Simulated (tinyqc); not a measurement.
Donor near an oxide interface in a gate field (two-state model), step by step. Values are carried at full precision from step to step, so a last printed digit may differ when a step is redone from the rounded ones.

Interface at z = 0 (hard wall), donor at z = d, field F pulling electrons to the interface: potential e F z; 1 kV/cm = 1e-5 eV/angstrom, c = hbar^2/2m0, q = e^2/(4 pi eps0), Q = (eps - eo)/(eps + eo). Donor state: E_D = e F d - ED - q Q/(4 eps d), the last term joining the images of ion and electron. Interface state: z exp(-b z/2) exp(-rho^2/(2 L^2)) with E_z = c b^2/(4 mz) + 3 e F/b + q Q b/(8 eps), minimised over b; in the plane at z = 3/b the ion (distance D = d - 3/b) and its image (D' = d + 3/b) give E_rho = c/(mt L^2) - (q/eps)(sqrt(pi)/L)[erfcx(D/L) + Q erfcx(D'/L)], erfcx(x) = exp(x^2) erfc(x), minimised over L. E_I = E_z + E_rho.

Constants: hbar^2/2m0 = 3.80998211 eV angstrom^2; e^2/(4 pi eps0) = 14.39964547 eV angstrom.

Values chosen for the exercise (near those of a donor in Si below Si3N4, static dielectric constants; not measured data): d = 160 angstrom (depth of the donor); ED = 45.6 meV (bulk binding energy); mz = 0.919 m0 (mass across the interface); mt = 0.189 m0 (mass in the plane); eps = 11.4 (dielectric constant of the semiconductor); eo = 7.5 (dielectric constant of the oxide); F = 34.4 kV/cm (field in the semiconductor); aD = 19 angstrom (donor radius); v = 0.6 (valley factor).

## The interface state across the interface

Solve c b/(2 mz) - 3 e F/b^2 + q Q/(8 eps) = 0; give Q, b, the three terms of E_z and <z> = 3/b.

Q = 0.2063
b = 0.07435 1/angstrom

kinetic, field and image terms (meV): 5.73  13.88  2.42

<z> = 40.4 angstrom

The image pushes the electron away from the oxide; without it <z> would be 37.9 angstrom.

## Binding in the plane

Give D, D', the best L, both terms and E_rho.

D, D' (angstrom): 119.6  200.4

L = 115.0 angstrom

kinetic and Coulomb terms (meV): 1.53  -9.26

E_rho = -7.74 meV

The bottom of the well lies at -11.9 meV, so the level is 35 % of the way up; L/D = 0.96. Above the critical field the ionised donor would thus still hold its electron as a dot at the interface.

## Where the electron sits

The two states couple by t = t0 exp(-D/aD) with t0 = q/(eps aD) (2 aD/L) sqrt(aD b/2) v, v a valley factor; this form is an estimate. With detuning u = E_D - E_I the splitting is sqrt(u^2 + 4 t^2) and the lower state has weight (1 - u/sqrt(u^2 + 4 t^2))/2 on the donor.

Give E_D, E_I, t, the splitting and the donor weight.

E_D, E_I (meV): 9.03  14.29

t = 0.0204 meV
splitting = 5.26 meV
donor weight = 1.000

The electron is on the donor; the contact hyperfine coupling scales with the donor weight. With this t, the tunnelling time pi hbar/(2t) at a crossing would be 50.7 ps (hbar = 6.58212e-16 eV s); here the detuning is 258 t.

## Critical field

Find F at which E_D = E_I; compare the rule e F d = ED. The crossing width is 4t/(e D), with t and D formed anew at that field.

critical field = 38.8 kV/cm
ED/(e d) = 28.5 kV/cm
width = 0.062 kV/cm

The confinement energy E_z = 23.8 meV raises the field needed and the attraction E_rho = -7.7 meV lowers it; the result is 1.36 times the simple rule.

## Checks

- E_z without images against 1.5 x 6^(2/3)/2 (c (e F)^2/mz)^(1/3), meV: both 19.53.
- E_rho from the radial equation in the full Coulomb well against the Gaussian trial function, meV: -7.8 against -7.7.

Program tinyqc; command `OMP_NUM_THREADS=1 python tinyqc.py 1280975 1280976 out.jsonl`; about 0.08 s on one thread of a shared Intel(R) Xeon(R) Processor @ 2.30GHz.
